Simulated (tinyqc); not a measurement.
Inside a calculation. Model: electron continuity equation in a given potential, Scharfetter-Gummel discretisation.

Numbers from tinyqc (`OMP_NUM_THREADS=1 python tinyqc.py 2220021 2220022 out.jsonl`; about 0.01 s on one thread of a shared Intel Xeon 2.30GHz). Printed values are rounded.

Steady state in one dimension: J = q mu n E + q D dn/dx with E = -dpsi/dx and D = mu Vt, dJ/dx = q (n/tau - G), fixed densities nL and nR at the ends. The potential is given, psi = 0 for x < L/2 and U (2 x/L - 1) beyond, and is not changed by the electrons.

Inputs (values chosen for the exercise); mobility close to that of indium phosphide at room temperature:

| symbol | value | unit | meaning |
|---|---|---|---|
| T | 300 | K | temperature |
| mu | 4970 | cm^2/(V s) | electron mobility |
| L | 0.71 | um | length of the region |
| nL | 2.6e13 | cm^-3 | density at x = 0 |
| nR | 2.6e14 | cm^-3 | density at x = L |
| tau | 4.3e-11 | s | lifetime |
| G | 0 | cm^-3 s^-1 | uniform generation rate |
| U | -0.35 | V | potential difference psi(L) - psi(0) |

Constants: q = 1.602176634e-19 C, kB = 1.380649e-23 J/K, Vt = kB T/q. Results are converted to the units shown.

Range of the model: The drift velocity mu E exceeds 1e7 cm/s somewhere, where real mobilities no longer stay constant.

## Potential on the mesh

9 equal intervals, h = L/9; psi = 0 for x < L/2 and U (2 x/L - 1) beyond.

```
node,psi (V)
0,0.000000
1,0.000000
2,0.000000
3,0.000000
4,0.000000
5,-0.038889
6,-0.116667
7,-0.194444
8,-0.272222
9,-0.350000
```

## Bernoulli factors

d_i = (psi_(i+1) - psi_i)/Vt; B(d) = d/(exp(d) - 1), B(0) = 1. The flux on interval i is J_i = (q D/h) [n_(i+1) B(d_i) - n_i B(-d_i)].

```
interval,d_i,B(d_i),B(-d_i)
0,0.00000,1,1
1,0.00000,1,1
2,0.00000,1,1
3,0.00000,1,1
4,-1.50429,1.93397,0.429680
5,-3.00858,3.16480,0.156220
6,-3.00858,3.16480,0.156220
7,-3.00858,3.16480,0.156220
8,-3.00858,3.16480,0.156220
```

The largest |d_i| is 3.01, above 2, where central differences lose the sign pattern that keeps densities positive.

## Tridiagonal system for the inner nodes

Row i (1 to 8): B(-d_(i-1)) n_(i-1) + b_i n_i + B(d_i) n_(i+1) = f_i with b_i = -B(-d_i) - B(d_(i-1)) - h^2/(D tau) and f_i = -G h^2/D; the known end values are moved to the right: f_1 loses B(-d_0) nL and f_8 loses B(d_8) nR. h = L/9, D = mu Vt.

```
node,diagonal b,right side f (cm^-3)
1,-2.01126,-2.6e13
2,-2.01126,0
3,-2.01126,0
4,-1.44094,0
5,-2.10145,0
6,-3.33228,0
7,-3.33228,0
8,-3.33228,-8.22848e14
```

## Densities and current

B(d_i) and B(-d_i) are the Bernoulli factors of the potential steps, b and f the diagonal and right side. Solve B(-d_(i-1)) n_(i-1) + b_i n_i + B(d_i) n_(i+1) = f_i (end values already in f), then J_i = (q D/h) [n_(i+1) B(d_i) - n_i B(-d_i)], h = L/9, D = mu Vt.

```
node,n (cm^-3)
0,2.6e13
1,7.08302e14
2,1.39858e15
3,2.10462e15
4,2.83436e15
5,1.02356e15
6,2.94838e14
7,2.59916e14
8,2.59117e14
9,2.6e14
```

```
interval,J (A/cm^2)
0,1780.42
1,1801.24
2,1842.35
3,1904.21
4,1987.52
5,2017.61
6,2026.28
7,2033.92
8,2041.53
```

Against a mesh 200 times finer the densities are off by at most 13 % of their local values.
